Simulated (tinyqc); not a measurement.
Energy and delay of logic against supply voltage: two steps of the calculation.

One expression serves below and above threshold: I(Vg) = Ik [ln(1 + exp((Vg - VT + dd V)/(al nf Vt)))]^al, with I_on = I(V) and I_off = I(0). Gate delay td = kd C V/I_on, clock period LD td. Per gate and cycle the switching energy is act C V^2 and the leakage energy I_off V LD td. No short-circuit current, no variation. Minima are sought above 0.09 V; below a few Vt gates no longer switch and the model has no meaning.

Values chosen for this exercise; values of the order met in logic technologies:
- T = 378 K (temperature)
- VT = 0.29 V (threshold voltage at zero drain bias)
- nf = 1.3 (slope factor)
- dd = 0.11 (barrier lowering per volt of supply)
- Ik = 2.4 uA (specific current of a gate)
- al = 1.62 (exponent of the current law)
- C = 3.4 fF (load capacitance of a gate)
- kd = 0.9 (delay factor)
- LD = 16 (logic depth)
- act = 0.01 (activity factor)
- V = 0.36 V (supply voltage)

Constants: q = 1.602176634e-19 C, kB = 1.380649e-23 J/K, Vt = kB T/q. Results are converted to the units shown.

Problem 1. Currents, delay and energies. I_on, I_off, td, clock frequency 1/(LD td), both energies and their sum.

Wanted: I_on; I_off; td; clock frequency; switching energy; leakage energy; energy.

Solution 1.

I_on = 6.1188 uA
I_off = 6.3544 nA
td = 180.03 ps
clock frequency = 0.34716 GHz
switching energy = 4.4064 aJ
leakage energy = 6.5895 aJ
energy = 10.996 aJ

I_on/I_off = 963; leakage makes up 59.9 % of the energy.

Problem 2. New V. Minimum-energy supply: E(V) is the energy per gate and cycle; with h = 0.001 V, E' = (E(V + h) - E(V - h))/(2 h), E'' = (E(V - h) - 2 E(V) + E(V + h))/h^2, V(new) = V - E'/E''.

V after iteration 1 = 0.35468147 V

Find: E'; E''; V after iteration 2.

Solution 2.

E' = -5.191 aJ/V
E'' = 496.1 aJ/V^2
V after iteration 2 = 0.3651 V

Program tinyqc, `OMP_NUM_THREADS=1 python tinyqc.py 2082031 2082032 out.jsonl`; Intel Xeon 2.30GHz, shared host, one thread, about 0.01 s.
